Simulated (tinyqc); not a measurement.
Which coupling does what: hole subbands of a hard-walled well, four-band Luttinger model.

Hole energies are counted downwards from the unstrained band edge, c = hbar^2/2m0. After the usual block transformation one block is H = [[P + Q - Zs, R - i S], [R + i S, P - Q + Zs]] in (heavy, light), with P +/- Q = c [(g1 +/- g2) k^2 + (g1 -/+ 2 g2) kz^2], R = sqrt(3) c gR k^2, S = 2 sqrt(3) c g3 k kz, kz = -i d/dz; axial approximation gR = (g2 + g3)/2. Zs = b (e_par - e_perp) is the shear part of the strain (the hydrostatic part shifts all levels alike and is left out). Basis sqrt(2/L) sin(n pi z/L), n = 1 to N, for each component: kz^2 gives (n pi/L)^2 and the heavy-light block is R delta_nm - 2 sqrt(3) c g3 k D_nm with D_nm = 4 n m/(L (n^2 - m^2)) for n + m odd, 0 otherwise. The other block has the same levels. The split-off band is left out, a severe simplification for a spin-orbit splitting near 0.11 eV.

Constants: hbar^2/2m0 = 3.80998211 eV angstrom^2.

Values chosen for the exercise (near those of InP; not measured data):

| symbol | value | unit | meaning |
|---|---|---|---|
| g1 | 5.07 |  | Luttinger gamma1 |
| g2 | 1.6 |  | gamma2 |
| g3 | 2.1 |  | gamma3 |
| L | 110 | angstrom | well width along [001] |
| k | 0.0342 | 1/angstrom | wave vector in the plane |

shear strain energy Zs = 0.029872 eV

N = 20, at the given k. Diagonal: R = S = 0. Along [100] and [110] gR is g2 and g3 instead of their mean.

Hole energies (meV):

| model | E1 | E2 | E3 | E4 |
|---|---|---|---|---|
| diagonal | 5.66 | 23.10 | 52.15 | 71.04 |
| R alone | 2.68 | 21.49 | 51.25 | 74.02 |
| S alone | 0.91 | 7.62 | 30.03 | 59.86 |
| axial | -2.11 | 6.67 | 29.39 | 60.34 |
| [100] | -1.39 | 6.93 | 29.55 | 60.24 |
| [110] | -2.92 | 6.36 | 29.20 | 60.44 |

The couplings move E1 by -7.78 meV: R alone by -2.98, S alone by -4.75, so S matters more at k L/pi = 1.20 (R grows as k^2 and joins equal n, S as k and joins n of opposite parity). Warping spreads E1 by 1.53 meV between [100] and [110], the hole being heavier along [110]; the axial value lies between them.

Run: tinyqc, `OMP_NUM_THREADS=1 python tinyqc.py 1282421 1282422 out.jsonl`; Intel(R) Xeon(R) Processor @ 2.30GHz, one thread, shared host; about 0.2 s of CPU time with all checks.
